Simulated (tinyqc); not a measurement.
# Worked calculation: metal gate on a two-layer dielectric stack with fixed charge and a dipole

Computed by the program tinyqc: `OMP_NUM_THREADS=1 python tinyqc.py 2010053 2010054 out.jsonl`, one thread of a shared Intel Xeon 2.30GHz, about 0.01 s for the whole run. Printed values are rounded.

Gate, layer 2, layer 1, p-type semiconductor; x runs from the gate inwards. Charges are counted in units of +q. psi is the band bending at the surface, positive towards inversion. Classical charge, Boltzmann statistics, no interface traps.

Parameters, values chosen for the exercise; band and dielectric values those of a made-up semiconductor, layer 1 close to silicon nitride, layer 2 close to hafnium oxide: temperature T = 300 K; band gap Eg = 3.21 eV; relative permittivity eps_r = 8.6; conduction-band density of states at T Nc = 1.35e19 cm^-3; valence-band density of states at T Nv = 2.93e19 cm^-3; electron affinity chi = 4.08 eV; acceptor density Na = 1.4e18 cm^-3; work function of the gate metal pM = 4.5 eV; thickness of layer 1, next to the semiconductor t1 = 1.1 nm; relative permittivity of layer 1 e1 = 7.79; thickness of layer 2, next to the gate t2 = 4.8 nm; relative permittivity of layer 2 e2 = 21.8; fixed charge at the semiconductor interface Q1 = 1.7e12 cm^-2; fixed charge between the layers Q2 = 3.8e11 cm^-2; uniform charge density in layer 1 r1 = 0 cm^-3; uniform charge density in layer 2 r2 = 6.6e17 cm^-3; flat-band shift by a dipole layer between the layers Vd = 0.27 V; band bending psi of the working point ps = 1.066 V.

Constants: q = 1.602176634e-19 C, kB = 1.380649e-23 J/K, Vt = kB T/q, eps0 = 8.8541878128e-14 F/cm where lengths are in cm. Results are converted to the units shown.

## Equivalent thickness and work-function difference

EOT = 3.9 (t1/e1 + t2/e2), Cox = eps0/(t1/e1 + t2/e2); phi_ms = pM - (chi + Eg - Vt ln(Nv/Na)).

EOT = 1.40942 nm
Cox = 2.45004 uF/cm^2
share of layer 1 in the EOT = 39.0732 %
phi_ms = -2.71138 V

## Flat-band voltage, term by term

EOT = 3.9 (t1/e1 + t2/e2), Cox = eps0/(t1/e1 + t2/e2); phi_ms = pM - (chi + Eg - Vt ln(Nv/Na)). Vfb = phi_ms + Vd - (q/eps0) [Q1 (t1/e1 + t2/e2) + Q2 t2/e2 + r1 (t1^2/(2 e1) + t1 t2/e2) + r2 t2^2/(2 e2)]: each charge counts with its electrical distance from the gate.

terms (V): phi_ms -2.71138, dipole 0.27000, Q1 -0.11117, Q2 -0.01514, r1 0.00000, r2 -0.00631
Vfb = -2.57400 V

Apart from phi_ms the largest term is that of dipole, 270 mV; all charges and the dipole together move Vfb by 137 mV.

## Threshold voltage

ni = sqrt(Nc Nv) exp(-Eg/(2 Vt)), Eg in volts, pB = Vt ln(Na/ni), Vth = Vfb + 2 pB + sqrt(4 q eps0 eps_r Na pB)/Cox.

ni = 2.16664e-8 cm^-3
pB = 1.53640 V
depletion charge = 1.02453 uC/cm^2
Vth = 0.916962 V

## Charge in the semiconductor

ni = sqrt(Nc Nv) exp(-Eg/(2 Vt)), Eg in volts. Qs = -sign(psi) sqrt(2 q eps0 eps_r Na Vt [exp(-u) + u - 1 + (ni/Na)^2 (exp(u) - u - 1)]), u = psi/Vt.

Qs = -0.596081 uC/cm^2

The surface is depleted or weakly inverted.

## Fields and voltage drops

Gauss: D = -Qs just inside the semiconductor; going towards the gate subtract q Q1, then q r1 t1, q Q2 and q r2 t2. Field = D/(eps0 e); the drop over a layer is its mean field times its thickness; Vg = phi_ms + Vd + psi + both drops.

D, place layer 2, gate side to semiconductor surface (uC/cm^2): [0.212071, 0.262828, 0.323711, 0.323711, 0.596081]
field, place layer 2, gate side to semiconductor surface (MV/cm): [0.109869, 0.136165, 0.469323, 0.469323, 0.782813]
drop over layer 2 = 0.0590484 V
drop over layer 1 = 0.0516255 V
Vg = -1.26471 V

The same Vg follows from Vfb + psi - Qs/Cox. The largest field, 0.783 MV/cm in size, is at: semiconductor surface.
